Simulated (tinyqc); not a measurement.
From results back to parameters: phonon-assisted absorption at an indirect gap. Four cases, with inputs chosen for the exercise.

Problem. One phonon: alpha = A [N (E - Eg + w)^2 + (N + 1)(E - Eg - w)^2], each term only above its threshold, N = 1/(exp(w/kB Tm) - 1). The first two energies lie below the emission threshold and the third above it.

Constants: kB = 8.617333262e-05 eV/K.

Case 1.

Values chosen (out of a larger set: loosely those of Si at room temperature; Eg is not tied to T; not measured data): Es = (1.07, 1.136, 1.198) eV (three photon energies); Tm = 250 K.

alpha at the three energies (1/cm): 0.1577569  2.456954  13.56399

Case 2.

Values chosen (out of a larger set: loosely those of SiGe at room temperature; Eg is not tied to T; not measured data): Es = (0.919, 0.979, 1.039) eV (three photon energies); Tm = 250 K.

alpha at the three energies (1/cm): 0.1256802  2.026069  11.38505

Case 3.

Values chosen (out of a larger set: loosely those of Si at room temperature; Eg is not tied to T; not measured data): Es = (1.075, 1.141, 1.204) eV (three photon energies); Tm = 400 K.

alpha at the three energies (1/cm): 0.4880906  7.403834  29.29416

Case 4.

Values chosen (out of a larger set: loosely those of GaP at room temperature; Eg is not tied to T; not measured data): Es = (2.221, 2.275, 2.333) eV (three photon energies); Tm = 250 K.

alpha at the three energies (1/cm): 0.2711332  4.526043  26.30495

Find: slope sqrt(A N); threshold Eg - w; w; Eg; A.

Solution. sqrt(alpha) at the first two energies is a line with slope sqrt(A N) and intercept Eg - w. The excess at the third energy is A N exp(w/kB Tm) (E - (Eg - w) - 2w)^2, which has one root w with the emission threshold between the second and third energies.

Case 1.

slope sqrt(A N) = 17.73 1/(cm^(1/2) eV)
threshold Eg - w = 1.0476 eV
w = 55.4 meV
Eg = 1.103 eV
A = 3.8e+03 1/(cm eV^2)

Case 2.

slope sqrt(A N) = 17.81 1/(cm^(1/2) eV)
threshold Eg - w = 0.8991 eV
w = 49.9 meV
Eg = 0.949 eV
A = 2.9e+03 1/(cm eV^2)

Case 3.

slope sqrt(A N) = 30.64 1/(cm^(1/2) eV)
threshold Eg - w = 1.0522 eV
w = 55.8 meV
Eg = 1.108 eV
A = 3.8e+03 1/(cm eV^2)

Case 4.

slope sqrt(A N) = 29.75 1/(cm^(1/2) eV)
threshold Eg - w = 2.2035 eV
w = 44.5 meV
Eg = 2.248 eV
A = 6.1e+03 1/(cm eV^2)

Computed by tinyqc, one run a case: `OMP_NUM_THREADS=1 python tinyqc.py N N+1 out.jsonl` with N = 1652768, 1652795, 1680002, 1680066; one thread of a shared Intel(R) Xeon(R) Processor @ 2.30GHz, about 0.01 s a run at most.
